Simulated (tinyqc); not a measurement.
Inside a calculation. Method: extended Hueckel theory, for H3+. The parameters take no account of the charge, which enters only through the electron count. One step of it, computed by the program tinyqc.

Question. Wolfsberg-Helmholz matrix. H_ij = K' S_ij (H_ii + H_jj)/2 for i != j (the diagonal keeps H_ii), with K' = 1.75.

overlap S, lower triangle:
```
          1H 1s     2H 1s     3H 1s
1H 1s  1.000000
2H 1s  0.512166  1.000000
3H 1s  0.512166  0.130283  1.000000
```

diagonal H_ii (eV): 1H 1s -13.600000, 2H 1s -13.600000, 3H 1s -13.600000

K = 1.750000

Give: H.

Answer.

H (eV), lower triangle:
```
          1H 1s     2H 1s     3H 1s
1H 1s  -13.6000
2H 1s  -12.1895  -13.6000
3H 1s  -12.1895   -3.1007  -13.6000
```
